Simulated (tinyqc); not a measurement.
Grain-boundary diffusion: Harrison regimes, Fisher and Le Claire analysis, Hart average: one step, computed by the program tinyqc.

A boundary is a slab of width delta with diffusivity D_b, normal to a surface held at constant concentration; it leaks into grains of diffusivity D.

Task: Regime. l = sqrt(D t); P = s delta D_b; alpha = s delta/(2 l); beta = P/(2 D l). Regime A if l > 3 d, C if alpha > 1, B if alpha < 0.1, l < d/4 and beta > 10, otherwise a transition.

Inputs (values chosen for the exercise, for a model polycrystal):
```
quantity               value  unit
boundary width delta    0.49    nm
segregation factor s       3     -
grain size d             1.3    um
temperature T            858     K
time t                120000     s
```

D = 3.583063e-20 m^2/s

triple product P = 9.850795e-23 m^3/s

Give: lattice diffusion length l; alpha; beta; regime.

Result:

lattice diffusion length l = 0.06557 um

alpha = 0.01121

beta = 20964

Regime: B

Boundaries are isolated and lose material sideways, so only the product P can be measured.
